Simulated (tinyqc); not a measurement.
Ways to converge the cycle: SCF convergence aids in the sto-3g basis, for H4+, spin multiplicity 2. Computed by the program tinyqc with PySCF. UHF with one setting changed at a time; a run stops when the energy changes by less than 1e-09 hartree and the error matrix is below 1e-5. The start is random orbitals. Damping d keeps d of the old density; a shift (hartree) raises the virtual levels; DIIS n extrapolates F over n matrices.

Geometry (angstrom):

| atom | x | y | z |
|---|---|---|---|
| H | 0.0000 | 0.0000 | 0.0000 |
| H | 0.0000 | 0.0000 | 1.5760 |
| H | 0.0000 | 0.0000 | 3.0970 |
| H | 0.0000 | 0.0000 | 4.6730 |

lowest solution found by these runs and by PySCF with stability checks = -1.563304 hartree

Largest element of the error matrix X^T (FDS - SDF) X:

| iteration | plain | damping 0.3 | damping 0.6 | shift 0.4 | DIIS 3 | DIIS 8 |
|---|---|---|---|---|---|---|
| 1 | 1.4e-01 | 1.4e-01 | 1.4e-01 | 1.4e-01 | 1.4e-01 | 1.4e-01 |
| 2 | 2.2e-01 | 7.0e-02 | 7.7e-02 | 8.7e-02 | 2.2e-01 | 2.2e-01 |
| 3 | 1.3e-01 | 5.8e-02 | 6.1e-02 | 6.5e-02 | 7.8e-02 | 7.8e-02 |
| 4 | 3.9e-02 | 4.6e-02 | 5.7e-02 | 6.3e-02 | 5.9e-02 | 5.9e-02 |
| 5 | 1.9e-02 | 3.4e-02 | 5.2e-02 | 6.4e-02 | 1.9e-02 | 1.7e-02 |
| 6 | 2.2e-02 | 2.8e-02 | 4.6e-02 | 6.8e-02 | 1.6e-02 | 1.3e-02 |
| 8 | 2.8e-02 | 2.0e-02 | 3.5e-02 | 7.3e-02 | 5.1e-03 | 3.8e-03 |
| 10 | 2.1e-02 | 1.4e-02 | 2.7e-02 | 4.5e-02 | 1.8e-03 | 1.6e-03 |
| 14 | 5.5e-03 | 5.5e-03 | 1.7e-02 | 1.9e-02 | 2.2e-05 | 2.8e-06 |
| 20 | 1.6e-03 | 1.9e-03 | 8.2e-03 | 9.5e-03 | - | - |
| 30 | 4.3e-04 | 8.1e-04 | 3.1e-03 | 2.1e-03 | - | - |
| 45 | 5.9e-05 | 2.1e-04 | 1.4e-03 | 2.4e-04 | - | - |
| 60 | - | 5.4e-05 | 6.7e-04 | 3.0e-05 | - | - |

How each run ends:

| run | iterations | E (hartree) | state |
|---|---|---|---|
| plain | 59 | -1.563304 | lowest found |
| damping 0.3 | >60 | -1.563304 | falls steadily but slowly, by a factor of about 0.91 a step |
| damping 0.6 | >60 | -1.563290 | falls steadily but slowly, by a factor of about 0.95 a step |
| shift 0.4 | >60 | -1.540523 | falls steadily but slowly, by a factor of about 0.87 a step |
| DIIS 3 | 18 | -1.563304 | lowest found |
| DIIS 8 | 15 | -1.563304 | lowest found |

What does the comparison show, and why?

3 of 6 runs reach the lowest solution found, in 15 to 59 iterations (fastest: DIIS 8). Not converged: damping 0.3, damping 0.6, shift 0.4. Plain steps already contract here, so damping only slows them. DIIS 3 and DIIS 8 gain by cancelling the error over several earlier matrices, much as a quasi-Newton step does.
